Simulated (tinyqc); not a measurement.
Worked calculation: interdiffusion in a binary couple: Darken equations, Kirkendall shift and Boltzmann-Matano analysis. Computed by tinyqc, a small Python program that keeps every step. Command: `OMP_NUM_THREADS=1 python tinyqc.py 3030707 3030708 out.jsonl darken walk`. One thread of a shared host (Intel(R) Xeon(R) Processor @ 2.30GHz), about 0.04 s of CPU time with the checks. Intermediate numbers are printed to about 6 digits and carried at full precision; extremes and crossings named in words are read from the listed rows.

x is the mole fraction of B; the molar volume is constant, and the two halves are long enough to count as infinite.

Inputs (values chosen for the exercise, for a model alloy A-B): tracer diffusivity D*_A(0) = 2.3e-13 m^2/s; tracer diffusivity D*_B(0) = 7.7e-13 m^2/s; slope k of ln D* with x = -0.44; regular-solution parameter W = -0.059 eV; temperature T = 1260 K; left composition x_L = 0.34; right composition x_R = 0.72; time t = 370000 s; composition x for the local step = 0.41.

Vacancy-wind correction: none.

Constants: k_B = 8.617333262e-05 eV/K.

## Diffusivities at one composition

D*_i(x) = D*_i(0) exp(k x); thermodynamic factor Phi = 1 - 2 W x (1 - x)/(k_B T); intrinsic D_i = D*_i Phi; interdiffusion D~ = x D_A + (1 - x) D_B.

thermodynamic factor Phi = 1.26289

intrinsic D_A = 2.42520e-13 m^2/s

intrinsic D_B = 8.11913e-13 m^2/s

interdiffusion coefficient D~ at the local x = 5.78462e-13 m^2/s

A negative W (tendency to order or compound) speeds mixing: Phi is above 1.

## Composition profile

With lambda = z/sqrt(t), the profile solves d/dlambda (D~ dx/dlambda) + (lambda/2) dx/dlambda = 0 with x = x_L and x_R far to the left and right; z = 0 is the original interface. It is solved as a boundary-value problem in y = lambda/sqrt(D~ at the mean composition) on -12 < y < 12 (collocation, tolerance 1e-8). The last column is the error-function profile for a constant D~ taken at the mean composition.

D~ at the mean composition = 4.86896e-13 m^2/s

Profile at time t:
```
y       z (um)         x  dx/dz (1/um)  x for constant D~
-3.0  -1273.33  0.349465   3.16306e-05           0.346440
-2.0   -848.89  0.373420   8.74247e-05           0.369887
-1.5   -636.66  0.396188   1.28327e-04           0.394880
-1.0   -424.44  0.428227   1.73928e-04           0.431105
-0.5   -212.22  0.469864   2.17346e-04           0.477498
0.0       0.00  0.519605   2.48332e-04           0.530000
0.5     212.22  0.573499   2.54393e-04           0.582502
1.0     424.44  0.625107   2.25945e-04           0.628895
1.5     636.66  0.667177   1.66800e-04           0.665120
2.0     848.89  0.695284   9.89944e-05           0.690113
3.0    1273.33  0.716848   1.79110e-05           0.713560
```

At the original interface x = 0.5196, against the mean 0.5300. D~ is 0.539 times as large at x_R as at x_L, so the profile is flatter and reaches further on the left.

## Boltzmann-Matano quantities at composition x

Read from the profile: the position z(x), the area -int_(x_L)^x z dx and the slope.

position z(x) = -537.175 um

area -int z dx from x_L to the local x = 63.9781 um

slope dx/dz at the local x = 1.49460e-04 1/um

## Boltzmann-Matano diffusivity

D~(x) = area/(2 t slope), with z counted from the original interface (the Matano plane); 1 um^2 = 1e-12 m^2.

D~ from the profile = 5.78462e-13 m^2/s

It returns the value of D~ 5.7846e-13 m^2/s that went in.

## Kirkendall markers

Lattice planes move with v = (D_B - D_A) dx/dz; markers from the original interface stay at one composition, where z_K = 2 t v.

marker position z_K = 101.806 um

composition at the markers = 0.545287

number of solutions = 1

The markers move towards the B-rich side, the side that loses atoms of the faster species (B); vacancies flow the same way and may condense there as voids.

Checks made by the program: mass balance about the original interface (Matano plane at z = 0) (relative difference below 1e-10); Boltzmann-Matano against the Darken value (relative difference 6e-08).
